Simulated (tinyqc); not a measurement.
Inside a calculation. Method: lattice vibrations of a chain. One step of it, computed by the program tinyqc.

Question. Dynamical matrix at q = 0.48. q is in units of 2 pi/a. A spring k from atom i to atom j, n cells on, adds k to Phi_ii and Phi_jj, -k exp(2 pi i q n) to Phi_ij and the conjugate to Phi_ji (for one atom a cell: 2k (1 - cos 2 pi q n)); D_ij = Phi_ij / sqrt(m_i m_j).

A chain moving along its axis:
```
atom    mass (u)  spring to the next atom (eV/angstrom^2)
1      47.400000                                 7.200000
2     116.900000                                24.100000
```

Give: D(q).

Answer.

D(q) (eV/(angstrom^2 u)):
```
[[0.6603, 0.2245+0.0406i],
 [0.2245-0.0406i, 0.2678]]
```
